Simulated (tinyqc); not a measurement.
## Composition from the perpendicular lattice constant

Problem. The layer is x parts of the first compound and 1 - x of the second, grown coherently on the second as substrate and barrier. Rows of the table: lattice constant a, average valence level Ea on an absolute scale, spin-orbit splitting so, gaps at Gamma, X and L, hydrostatic deformation potentials av and ac (Gamma), shear potential b, elastic constants, electron and heavy-hole (along z) masses. All are interpolated linearly in x; gaps get -C x (1 - x), taken wholly in the conduction band; real line-ups can differ from this model by 0.1 eV or more. In-plane strain e = (a_substrate - a)/a, e_z = -2 (c12/c11) e, volume change 2 e + e_z. X-ray diffraction gives a_z = a (1 + e_z) of the coherent layer. Find x, e and the relaxed Gamma gap.

Parameters, values chosen for the exercise: bowing of the Gamma gap CG = 0.1 eV; bowing of the X gap CX = 0.27 eV; bowing of the L gap CL = 0.27 eV.

Binary compounds, values chosen for the exercise:
```
              close to InAs  close to InP
a (angstrom)          6.058         5.869
Ea (eV)               -6.67         -7.04
so (eV)               0.386         0.111
EG (eV)               0.349          1.36
EX (eV)                1.36          2.22
EL (eV)                1.06          1.95
av (eV)                1.01          1.28
ac (eV)               -5.03         -4.98
b (eV)                -1.81         -1.69
c11 (GPa)              82.8           102
c12 (GPa)              45.1          55.8
me (m0)              0.0233        0.0789
mh (m0)               0.329         0.536
```

lattice constant along the growth direction = 5.94021746 angstrom

Answer. a_z changes steadily with x, about (1 + 2 c12/c11) times as fast as the relaxed lattice constant, so one composition matches.

x = 0.1800
e = -0.5763 %
relaxed Gamma gap = 1.163 eV

tinyqc, about 0.01 s, one thread, Intel Xeon 2.30GHz (shared host): `OMP_NUM_THREADS=1 python tinyqc.py 2690143 2690144 out.jsonl`
